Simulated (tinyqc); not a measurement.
Lateral field, substrate current, probability of reaching the oxide barrier and hot-carrier lifetime of a silicon transistor (pseudo-two-dimensional and lucky-electron models): one step, computed by the program tinyqc. Command: `OMP_NUM_THREADS=1 python tinyqc.py 3030881 3030882 out.jsonl hotcar walk`. One thread of a shared host (Intel(R) Xeon(R) Processor @ 2.30GHz), about 0.01 s of CPU time with the checks.

Local-field models: a lucky carrier gains its energy at the peak field over a path free of collisions. Voltages are magnitudes.

Problem. Peak lateral field. C_ox = 3.9 eps_0/t; F_sat = 2 v_s/mu; V_Dsat = V_ov F_sat L/(V_ov + F_sat L), V_ov = V_G - V_T; I_D/W = C_ox v_s (V_ov - V_Dsat). Scale length l = 0.22 t^(1/3) x_j^(1/2) (all in cm); F_m = sqrt(((V_D - V_Dsat)/l_e)^2 + F_sat^2), with l_e = l + L_n; length of the velocity-saturated region l_e ln((V_D - V_Dsat)/(l_e F_sat) + F_m/F_sat).

Inputs (values chosen for the exercise, modelled on a silicon n-channel):

| quantity | value | unit |
|---|---|---|
| channel length L | 250 | nm |
| oxide thickness t | 5 | nm |
| junction depth x_j | 87 | nm |
| mobility mu | 350 | cm^2/(V s) |
| saturation velocity v_s | 0.85 | 1e7 cm/s |
| threshold voltage V_T | 0.57 | V |
| gate voltage V_G | 1.6 | V |
| drain voltage V_D | 2.8 | V |
| ionisation prefactor A_i | 2e+06 | 1/cm |
| ionisation field B_i | 1.73 | MV/cm |
| hot-carrier mean free path lambda | 8.2 | nm |
| oxide barrier phi_b | 3.1 | eV |
| interface-trap threshold phi_it | 3.8 | eV |
| lifetime constant H | 4 | s microampere/micrometre |
| length of the depleted extension L_n | 17 | nm |

Drain: lightly doped extension.

Constants: eps_0 = 8.8541878128e-12 F/m.

Give: scale length l; peak field F_m; velocity-saturated length; energy gained over one free path, e lambda F_m.

Solution.

scale length l = 51.504 nm

peak field F_m = 330.97 kV/cm

velocity-saturated length = 178.57 nm

energy gained over one free path, e lambda F_m = 0.27139 eV

Caution: the empirical formula for l was fitted to oxides of about 15 nm or more; for thinner ones it is an extrapolation. Caution: the saturated region fills most of the channel, so the split into two regions is rough. Caution: e V_D is below phi_b or phi_it, so the available energy, not the field, limits hot carriers, and the lucky-electron formulas overstate them.
